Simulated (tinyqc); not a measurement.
# Electron mobility in a silicon inversion layer, empirical terms and Matthiessen rule: what changes with what

Inversion layer of sheet density Ns on a uniformly doped body. The mobility terms are empirical power laws with prefactors chosen for the exercise; adding their inverses (Matthiessen) is itself an approximation.

Parameters, values chosen for the exercise; material values close to those of silicon:

| symbol | value | unit | meaning |
|---|---|---|---|
| T | 300 | K | temperature |
| Eg | 1.12 | eV | band gap |
| eps_r | 11.5 |  | relative permittivity of the semiconductor |
| Nc | 2.83e19 | cm^-3 | conduction-band density of states at T |
| Nv | 2.64e19 | cm^-3 | valence-band density of states at T |
| Nb | 9.3e16 | cm^-3 | body doping |
| Vsb | 1 | V | reverse body bias |
| eta | 0.5 |  | weight of the inversion charge in the effective field |
| Ap | 385 | cm^2/(V s) | phonon-limited mobility at 1 MV/cm and 300 K |
| As | 919 | cm^2/(V s) | roughness-limited mobility at 1 MV/cm |
| gs | 2 |  | exponent of the roughness term |
| Ac | 2300 | cm^2/(V s) | Coulomb prefactor |
| Nit | 1.6e11 | cm^-2 | charge at the interface |

Constants: q = 1.602176634e-19 C, kB = 1.380649e-23 J/K, Vt = kB T/q, eps0 = 8.8541878128e-14 F/cm where lengths are in cm. Results are converted to the units shown.

Each table varies one quantity; the others keep the values above.

## Universality: two dopings at the same effective field

ni = sqrt(Nc Nv) exp(-Eg/(2 Vt)), Eg in volts; Ndep = sqrt(2 eps0 eps_r Nb (2 Vt ln(Nb/ni) + Vsb)/q); E = q (Ndep + eta Ns)/(eps0 eps_r), in MV/cm. With t = T/(300 K): muC = Ac (Ns/1e12 cm^-2) t/(Nb/1e17 cm^-3 + Nit/1e11 cm^-2), muP = Ap E^(-1/3) t^(-1.75), muS = As E^(-gs); 1/mu is the sum of the inverses. For each E, Ns is chosen to give that field on bodies with Nb = 1e16 and 9.3e16 cm^-3; the last column leaves out muC.

Universality: two dopings at the same effective field:
```
E (MV/cm)	Ns, light body (cm^-2)	mu, light (cm^2/(V s))	Ns, heavy body (cm^-2)	mu, heavy (cm^2/(V s))	without muC (cm^2/(V s))
0.245	2.1814e12	492.75	1.7562e11	125.72	591.51
0.314	3.0585e12	472.95	1.0526e12	342.74	533.99
0.403	4.1897e12	440.20	2.1839e12	384.77	477.26
0.517	5.6387e12	398.95	3.6329e12	373.37	420.96
0.663	7.4945e12	351.89	5.4886e12	339.72	364.54
0.851	9.8841e12	300.82	7.8782e12	295.07	307.75
1.09	1.2922e13	248.56	1.0916e13	245.90	252.15
1.4	1.6862e13	196.76	1.4856e13	195.60	198.47
```

The heavily doped body has 0.255 of the mobility of the light one in the first row and 0.994 in the last; there they lie 1.4 % below and 0.86 % below the curve without Coulomb scattering, which depends on E alone. The heavy body leaves that curve at low E because its field comes mostly from depletion charge and few carriers screen.

## Effect of the inversion density

Same model as above.

Effect of the inversion density:
```
Ns (cm^-2)	E (MV/cm)	muC (cm^2/(V s))	muP (cm^2/(V s))	muS (cm^2/(V s))	mu (cm^2/(V s))
2e11	0.2469	181.8	613.7	1.507e4	139.0
3.6e11	0.2595	327.3	603.6	1.365e4	209.0
6.3e11	0.2807	572.7	588.0	1.166e4	283.1
1.1e12	0.3177	1000	564.2	9104	347.0
2e12	0.3885	1818	527.6	6088	383.2
3.6e12	0.5144	3273	480.5	3473	373.9
6.3e12	0.7268	5727	428.2	1740	324.2
1.1e13	1.097	1.000e4	373.3	764.2	244.7
2e13	1.805	1.818e4	316.2	282.2	147.9
```

What does the comparison show?

As Ns goes from 2e11 to 2e13 cm^-2, E rises from 0.247 to 1.80 MV/cm and mu goes from 139 through a maximum of 383 (at Ns = 2e12 cm^-2 among the rows listed) to 148 cm^2/(V s). The smallest term is the Coulomb one in the first row and the roughness one in the last. Screening lifts the Coulomb term as Ns grows while the field presses the carriers to the interface, hence the maximum. At Ns = 2e13 cm^-2 E passes 1.5 MV/cm, beyond the usual range of such laws.

tinyqc, about 0.01 s, one thread, Intel Xeon 2.30GHz (shared host): `OMP_NUM_THREADS=1 python tinyqc.py 2510021 2510022 out.jsonl`
